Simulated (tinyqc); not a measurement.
Size effects in the resistivity of thin metal films and interconnect lines: one step, computed by the program tinyqc. Command: `OMP_NUM_THREADS=1 python tinyqc.py 3024349 3024350 out.jsonl size walk`. One thread of a shared host (Intel(R) Xeon(R) Processor @ 2.30GHz), about 0.01 s of CPU time with the checks.

Electrons lose their drift at surfaces (a share 1 - p of the hits) and at grain boundaries (reflection R), besides bulk scattering.

Problem. Resistivity of the film. Both together (Mayadas-Shatzkes film): rho_b/rho = (rho_b/rho of the grains alone) - (6/(pi kappa))(1 - p) int_0^(pi/2) dphi int_0^1 ds (cos^2 phi/H^2)(s - s^3)(1 - exp(-kappa H/s))/(1 - p exp(-kappa H/s)), H = 1 + alpha/(cos phi sqrt(1 - s^2)), 40 x 80 Gauss-Legendre points. Sheet resistance rho/h; additive estimate rho_b (f_surface + f_grain - 1).

Inputs (values chosen for the exercise, modelled on copper): bulk resistivity rho_b = 1.74 microohm cm; specularity p = 0; film thickness h = 120 nm.

Geometry: film.

rho/rho_b from grains = 1.649593

alpha = 0.4626423

kappa = h/lambda = 3.015075

rho/rho_b from surfaces = 1.140623

Give: resistivity rho; sheet resistance; additive estimate; error of the additive estimate.

Solution.

resistivity rho = 3.088 microohm cm

sheet resistance = 0.2574 ohm

additive estimate = 3.115 microohm cm

error of the additive estimate = 0.8628 %

Adding the two excesses (Matthiessen's rule) is 0.9 % high.
